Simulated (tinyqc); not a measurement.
# Transfer-length model of a contact: two studies

A metal contact of length d and width W on a thin layer of the same width. The metal has no resistance, the sheet resistance under it equals Rsh, and current enters the layer at the front edge x = 0.

Values chosen for this exercise: sheet resistance of the semiconductor layer Rsh = 670 ohm/sq; specific contact resistivity rc = 4.8e-7 ohm cm^2; contact length d = 0.13 um; contact width W = 18 um.

Each table varies one quantity; the others keep the values above.

## Effect of the contact length

Transfer length Lt = sqrt(rc/Rsh); front resistance Rc = (Rsh Lt/W) coth(d/Lt); end resistance Re = (Rsh Lt/W)/sinh(d/Lt).

Effect of the contact length:

| d (um) | d/Lt | Rc W (ohm um) | rc/d (ohm um) | Re/Rc |
|---|---|---|---|---|
| 0.045 | 0.1681 | 1077 | 1067 | 0.9860 |
| 0.066 | 0.2466 | 742.0 | 727.3 | 0.9704 |
| 0.096 | 0.3587 | 521.3 | 500.0 | 0.9390 |
| 0.14 | 0.5231 | 373.6 | 342.9 | 0.8772 |
| 0.2 | 0.7472 | 283.1 | 240.0 | 0.7738 |
| 0.29 | 1.083 | 225.7 | 165.5 | 0.6073 |
| 0.43 | 1.607 | 194.4 | 111.6 | 0.3857 |
| 0.62 | 2.316 | 182.9 | 77.42 | 0.1954 |
| 0.91 | 3.400 | 179.7 | 52.75 | 0.06668 |
| 1.3 | 4.857 | 179.4 | 36.92 | 0.01555 |

Rc W falls from 1080 to 179 ohm um, as d^(-0.97) between the first two rows. It levels off at sqrt(rc Rsh) = 179 ohm um and, among the rows, is within 5 % of that from d = 0.62 um on (Lt = 0.268 um): metal beyond two transfer lengths lowers Rc by less than 4 %.

## Effect of the sheet resistance

Same model as above.

Effect of the sheet resistance:

| Rsh (ohm/sq) | Lt (um) | d/Lt | Rc W (ohm um) | Re W (ohm um) |
|---|---|---|---|---|
| 22 | 1.477 | 0.08801 | 370.2 | 368.8 |
| 57 | 0.9177 | 0.1417 | 371.7 | 368.0 |
| 150 | 0.5657 | 0.2298 | 375.7 | 366.0 |
| 380 | 0.3554 | 0.3658 | 385.6 | 361.1 |
| 960 | 0.2236 | 0.5814 | 409.9 | 349.2 |
| 2500 | 0.1386 | 0.9382 | 471.7 | 320.2 |
| 6300 | 0.08729 | 1.489 | 608.8 | 261.3 |
| 16000 | 0.05477 | 2.373 | 891.7 | 164.7 |

Rc W rises from 370 to 892 ohm um while Re W falls from 369 to 165 ohm um; for Rsh going to zero both tend to rc/d = 369 ohm um. A larger Rsh shortens Lt and crowds the current to the front edge.

tinyqc, about 0.01 s, one thread, Intel Xeon 2.30GHz (shared host): `OMP_NUM_THREADS=1 python tinyqc.py 2760054 2760055 out.jsonl`
